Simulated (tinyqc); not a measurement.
Thermal stress, cracking, delamination and buckling of a thin film; Griffith cracks and misfitting inclusions: one step, computed by the program tinyqc. Command: `OMP_NUM_THREADS=1 python tinyqc.py 3027564 3027565 out.jsonl filmcrack walk`. One thread of a shared host (Intel(R) Xeon(R) Processor @ 2.30GHz), about 0.01 s of CPU time with the checks.

Isotropic linear elasticity; the substrate is much thicker than the film; stress is positive in tension.

Task: A misfitting inclusion. Film material fills a long cylinder of radius R in the substrate, with the misfit e = thermal strain (it wants to shrink if e > 0). With the axial strain held by the substrate, s0 = (1 + nu) e/[(1 + nu)(1 - 2 nu)/E + (1 + nu_s)/E_s]; inside s_rr = s_tt = s0 and s_zz = E e + 2 nu s0; outside s_rr = s0 (R/r)^2, s_tt = -s_rr. Keep-out radius: where |s_rr| falls to 10 MPa (R if it is lower at the wall).

Inputs (values chosen for the exercise, for a model film): film Young's modulus E = 7.8 GPa; film Poisson ratio nu = 0.25; deposition temperature T_d = 650 K; final temperature T = 300 K; substrate Young's modulus E_s = 155 GPa; substrate Poisson ratio nu_s = 0.22; inclusion radius R = 0.13 micrometre.

Inclusion: long cylinder (a filled via).

thermal strain = 0.0019075

Give: radial stress at the wall s0; mean stress inside; keep-out radius.

Result:

radial stress at the wall s0 = 27.10 MPa

mean stress inside = 27.54 MPa

keep-out radius = 0.2140 micrometre

The stress does not depend on R; its reach scales with R.
